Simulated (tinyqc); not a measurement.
What moves the magnetoresistance: exchange-split free-electron bands and tunnelling magnetoresistance.

Majority and minority bands E = c k^2/m -/+ Dx/2, c = hbar^2/2m0, so k_up = sqrt(m (EF + Dx/2)/c), k_dn = sqrt(m (EF - Dx/2)/c); n_s = k_s^3/(6 pi^2), D_s = m k_s/(4 pi^2 c).

Barrier: kappa = sqrt(mb phi/c), c = hbar^2/2m0. With a = k1/m, b = k2/m, w = kappa/mb, the transmission at normal incidence is T(k1, k2) = 4 a b w^2/[w^2 (a + b)^2 + (w^2 + a^2)(w^2 + b^2) sinh^2(kappa d)]. Parallel: G_P = T(up, up) + T(dn, dn); antiparallel: G_AP = 2 T(up, dn); TMR = (G_P - G_AP)/G_AP. Julliere: TMR = 2 P^2/(1 - P^2). Slonczewski factor: P_eff = P_k (w^2 - a_up a_dn)/(w^2 + a_up a_dn), P_k = (k_up - k_dn)/(k_up + k_dn).

Constants: hbar^2/2m0 = 3.80998211 eV angstrom^2.

Inputs chosen for the exercise: EF = 3.52 eV (Fermi energy above the mean band bottom); Dx = 1.47 eV (exchange splitting); m = 0.84 m0 (mass in the electrodes); phi = 1.7 eV (barrier height above EF); mb = 0.91 m0 (mass in the barrier); d = 15.4 angstrom (barrier thickness).

All results formed anew. Each row changes one parameter from the base and keeps the others.

Results:
```
case                  P_k    P_eff  TMR (%)       G_P
base               0.1056  -0.0395     0.31  2.05e-08
Dx = 1.544 eV      0.1110  -0.0414     0.34  2.05e-08
EF = 3.872 eV      0.0958  -0.0398     0.32  1.97e-08
phi = 2.21 eV      0.1056  -0.0270     0.15  1.42e-09
mb = 0.728 m0      0.1056  -0.0289     0.17  1.74e-07
d = 17.4 angstrom  0.1056  -0.0395     0.31  1.60e-09
m = 1.008 m0       0.1056  -0.0309     0.19  2.17e-08
```

The largest shifts from the base row, up to three for each result and ties (the steps differ in size, so this ranks the rows, not the parameters). P_k: EF -0.0098, Dx +0.0054; unchanged at the printed digits by phi, mb, d and m. P_eff: phi +0.0125, mb +0.0105, m +0.0085; unchanged at the printed digits by d. TMR (%): phi -0.17, mb -0.14, m -0.12; unchanged at the printed digits by d. G_P: mb +1.54e-07, phi -1.91e-08, d -1.89e-08; unchanged at the printed digits by Dx.

Program tinyqc; command `OMP_NUM_THREADS=1 python tinyqc.py 1681414 1681415 out.jsonl`; about 0.01 s on one thread of a shared Intel(R) Xeon(R) Processor @ 2.30GHz.
